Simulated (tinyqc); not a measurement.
Changing the thickness d_2: longitudinal sound in a periodic multilayer: transfer matrices, stop bands and folded phonons. Computed by tinyqc, a small Python program. Command: `OMP_NUM_THREADS=1 python tinyqc.py 3012846 3012847 out.jsonl multilayer sweep`. One thread of a shared host (Intel(R) Xeon(R) Processor @ 2.30GHz), about 0.01 s of CPU time with the checks.

Layers 1 and 2 repeat with period d = d_1 + d_2; waves travel normal to the layers, without loss. State vector (u, s): displacement u and stress divided by omega. Impedances Z = rho v are in 1e6 kg/(m^2 s).

Inputs (values chosen for the exercise, modelled on silica (layer 1), platinum (layer 2) and silicon (substrate)):

| quantity | value | unit |
|---|---|---|
| density rho_1 | 2.2 | g/cm^3 |
| velocity v_1 | 5960 | m/s |
| thickness d_1 | 2.85 | nm |
| density rho_2 | 21.1 | g/cm^3 |
| velocity v_2 | 4020 | m/s |
| substrate density | 2.29 | g/cm^3 |
| substrate velocity | 8350 | m/s |
| periods N | 3 | - |

Method:
- Z = rho v; interface reflection r = (Z_2 - Z_1)/(Z_2 + Z_1) (stress amplitude, from 1 into 2); Bragg frequency f_B = 1/[2 (d_1/v_1 + d_2/v_2)]; long-wave velocity v_eff = d/sqrt[(d_1/v_1)^2 + (d_2/v_2)^2 + (Z_1/Z_2 + Z_2/Z_1)(d_1/v_1)(d_2/v_2)].
- A layer maps (u, s) by [[cos p, sin p/Z], [-Z sin p, cos p]], p = 2 pi f d_i/v_i; one period is M = M_2 M_1, and cos(q d) = trace(M)/2.
- For N periods A = M^N. A wave comes from a thick layer of material 1 and leaves into the substrate (Z_s): transmitted power T = 4 Z_1 Z_s/|Z_1 A_22 + Z_s A_11 - i (Z_1 Z_s A_12 - A_21)|^2, reflected power R = 1 - T.
- Gap m contains m f_B; its edges, where trace(M)/2 = (-1)^m, are found by root search. Weak-contrast estimate of the width: (4 f_B/pi) |r sin(m pi a)|, a = (d_1/v_1)/(d_1/v_1 + d_2/v_2).

One run for each value:

| thickness d_2 (nm) | width/f_B (%) | Bragg frequency f_B (GHz) | transmitted power at f_B | long-wave velocity v_eff (m/s) |
|---|---|---|---|---|
| 0.320 | 51.6 | 896.4 | 0.01407 | 4542 |
| 0.501 | 64.9 | 829.4 | 0.00244 | 4192 |
| 0.785 | 79.9 | 742.4 | 0.00044 | 3863 |
| 1.230 | 95.8 | 637.6 | 0.00013 | 3590 |
| 1.920 | 104.6 | 523.1 | 0.00008 | 3399 |
| 3.010 | 95.8 | 407.5 | 0.00013 | 3296 |
| 4.710 | 79.9 | 303.1 | 0.00044 | 3280 |
| 7.370 | 64.9 | 216.3 | 0.00244 | 3334 |
| 11.500 | 51.8 | 149.8 | 0.01386 | 3433 |

Over the rows, width/f_B (%) goes from 51.6 through a maximum among these rows, 105 at 1.92, to 51.8; Bragg frequency f_B (GHz) falls from 896 to 150 (exponent d ln y / d ln x -0.17 between the first rows and -0.83 between the last); transmitted power at f_B goes from 0.0141 through a minimum among these rows, 7.96e-5 at 1.92, to 0.0139. The relative width is largest when both layers have equal transit times, at d_2 = 1.92 nm.

Caution (rows 0.320, 0.501, 0.785, 1.23, 1.92, 3.01, 4.71): at these frequencies damping, strong in glasses, and rough interfaces, both left out here, can weaken the stop bands; layers only a few atoms thick are also beyond continuum acoustics.

Extremes, crossings and ranges named in words are read from the listed rows.
